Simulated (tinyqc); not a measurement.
Mass and optical strength against direction: two-band tight binding of a puckered layer.

With X = kx ax/2 and Y = ky ay/2: h = t2 + 2 cos(Y) (t1 exp(iX) + t3 exp(-iX)) + t5 exp(2iX), d = 4 t4 cos(X) cos(Y), H = [[d, h], [h*, d]], E = d -/+ |h|.

Values chosen for the exercise (near a published set for monolayer black phosphorus; not measured data):

| symbol | value | unit | meaning |
|---|---|---|---|
| ax | 4.45 | angstrom | period along x (armchair) |
| ay | 3.3 | angstrom | period along y (zigzag) |
| t1 | -1.202 | eV | along the zigzag |
| t2 | 3.719 | eV | across the pucker |
| t3 | -0.209 | eV | second in the sheet |
| t4 | -0.095 | eV | same sublattice |
| t5 | -0.057 | eV | far across |

masses (m0):
```
                x        y
electron  0.17733  0.87411
hole      0.19434  1.14614
```

chi = -4.67250 eV angstrom

Angle from x. 1/m(theta) = cos^2/mx + sin^2/my. Near Gamma only x-polarised light couples the bands, with strength chi^2 cos^2(theta), chi = ax (t1 - t3 + t5) = d Im(h)/dkx; the positions of the atoms inside the cell, which would change this dipole but not the masses, are left out. The last column is the transition energy at |k| = 0.1 1/angstrom from the full bands, less the gap.

Against angle:

| theta (deg) | m_e (m0) | m_h (m0) | strength (eV^2 angstrom^2) | rise of the transition (eV) |
|---|---|---|---|---|
| 0 | 0.177 | 0.194 | 21.83 | 0.3710 |
| 15 | 0.187 | 0.206 | 20.37 | 0.3524 |
| 30 | 0.221 | 0.245 | 16.37 | 0.3008 |
| 45 | 0.295 | 0.332 | 10.92 | 0.2285 |
| 75 | 0.692 | 0.863 | 1.46 | 0.0976 |
| 85 | 0.849 | 1.105 | 0.17 | 0.0790 |
| 90 | 0.874 | 1.146 | 0.00 | 0.0767 |

Give the missing row, theta (deg) = 60.

Computed row:
```
theta (deg)  m_e (m0)  m_h (m0)  strength (eV^2 angstrom^2)  rise of the transition (eV)
60              0.441     0.515                        5.46                       0.1539
```

The light-mass direction rules: at 45 degrees the electron mass is still 0.295, 1.66 times the value along x, against 4.9 times at 90 degrees. At |k| = 0.1 the transition has risen 4.8 times as much along x as along y.

(tinyqc, `OMP_NUM_THREADS=1 python tinyqc.py 1480319 1480320 out.jsonl`, Intel(R) Xeon(R) Processor @ 2.30GHz, 1 thread, shared host, about 0.01 s.)
